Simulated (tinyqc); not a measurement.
# Conduction-band offset of an n-N heterojunction from carrier-profile moments: effects of single changes

Layer 1 (x < 0) accumulates electrons and layer 2 (x > 0) is depleted. Boltzmann statistics. The bands bend down by V1 in layer 1 and up by V2 in layer 2, with V1 + V2 = VD = dE + Vt ln[(N2/Nc2)/(N1/Nc1)].

Parameters, values chosen for the exercise; values of the order of III-V alloys:
- T = 350 K (temperature)
- eps_r = 11.8 (relative permittivity of both layers)
- Nc1 = 7.8e17 cm^-3 (density of states of the narrow-gap layer 1)
- Nc2 = 6.9e17 cm^-3 (density of states of the wide-gap layer 2)
- dE = 0.15 eV (conduction-band offset)
- N1 = 2.6e16 cm^-3 (donor density in layer 1)
- N2 = 2.6e16 cm^-3 (donor density in layer 2)
- si = 0 cm^-2 (fixed charge at the interface)

Constants: q = 1.602176634e-19 C, kB = 1.380649e-23 J/K, Vt = kB T/q, eps0 = 8.8541878128e-14 F/cm where lengths are in cm. Results are converted to the units shown.

Each table varies one quantity; the others keep the values above.

## Effect of the doping of the wide-gap layer

Sheet densities from the first integral: Q1 = sqrt((2 eps0 eps_r Vt N1/q)(exp(u1) - u1 - 1)) extra electrons, Q2 = sqrt((2 eps0 eps_r Vt N2/q)(exp(-u2) + u2 - 1)) missing ones, u = V/Vt; neutrality Q1 = Q2 + si.

Results:
```
N2 (cm^-3)	VD (V)	V1 (V)	Q1 (cm^-2)	n(0-)/Nc1
1.2e15	0.06093	0.008372	2.081e10	0.04400
2e15	0.07634	0.01229	3.127e10	0.05011
5.9e15	0.1090	0.02412	6.593e10	0.07416
1e16	0.1249	0.03186	9.153e10	0.09585
1.7e16	0.1409	0.04101	1.253e11	0.1298
2.9e16	0.1570	0.05156	1.697e11	0.1842
4.9e16	0.1728	0.06313	2.265e11	0.2704
8.4e16	0.1891	0.07610	3.025e11	0.4156
```

Estimate the missing row, N2 = 3.5e15 cm^-3.

Computed row:
```
N2 (cm^-3)	VD (V)	V1 (V)	Q1 (cm^-2)	n(0-)/Nc1
3.5e15	0.09322	0.01776	4.669e10	0.06007
```

With this row back in the table: Q1 rises from 2.08e10 to 3.02e11 cm^-2, as N2^(0.63) over the table, while VD grows by Vt ln 10 a decade and the share V1/VD rises from 0.137 to 0.403.

## An error in the interface position

A C-V profile smears n(x) but keeps its zeroth and first moments: si = -int (N - n) dx, VD = (q/(eps0 eps_r)) int (N - n) x dx, dE = VD - Vt ln[(N2/Nc2)/(N1/Nc1)]. With the step of N placed at xi and the moment taken about xi, VD changes by (q/(eps0 eps_r)) [si xi + (N2 - N1) xi^2/2] and si by (N2 - N1) xi.

Results:
```
xi (nm)	error of si (cm^-2)	error of dE (meV)
-30	0	0
-22.5	0	0
-15	0	0
-7.5	0	0
0	0	0
15	0	0
22.5	0	0
30	0	0
```

Estimate the missing row, xi = 7.5 nm.

Computed row:
```
xi (nm)	error of si (cm^-2)	error of dE (meV)
7.5	0	0
```

With this row back in the table: Among the rows the error of dE stays at 0 meV, quadratic in xi, since without interface charge the first-order term vanishes; the error of si is linear, 0 cm^-2 a nanometre.

tinyqc, about 0.1 s, one thread, Intel Xeon 2.30GHz (shared host): `OMP_NUM_THREADS=1 python tinyqc.py 2410113 2410114 out.jsonl`
